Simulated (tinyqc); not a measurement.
Ion-assisted plasma etching: sheath, surface coverage, synergy and aspect-ratio dependence: one step, computed by the program tinyqc. Command: `OMP_NUM_THREADS=1 python tinyqc.py 3017535 3017536 out.jsonl etch walk`. One thread of a shared host (Intel(R) Xeon(R) Processor @ 2.30GHz), about 0.06 s of CPU time with the checks.

Radicals adsorb on bare sites; ions remove covered sites with a high yield and bare sites by sputtering; a slow spontaneous reaction acts everywhere, walls included.

Problem. Sheath and ion angles. Debye length lambda_D = sqrt(eps_0 T_e/(e n_s)) with n_s = 0.61 n_e, T_e in volts; Child-law sheath d = (sqrt2/3) lambda_D (2 V/T_e)^(3/4); ion energy E = V + T_e/2; angular spread = arctan(sqrt(T_i/E)).

Inputs (values chosen for the exercise, close to those used for silicon in a halogen plasma): plasma density n_e = 7.6e+10 1/cm^3; electron temperature T_e = 3.9 eV; sheath voltage V = 160 V; ion temperature T_i = 0.43 eV.

Feature: long trench.

Constants: eps_0 = 8.8541878128e-12 F/m; e = 1.602176634e-19 C.

Give: Debye length; sheath thickness; ion energy E; angular spread.

Solution.

Debye length = 68.18 um

sheath thickness = 876.3 um

ion energy E = 161.95 eV

angular spread = 2.950 degrees
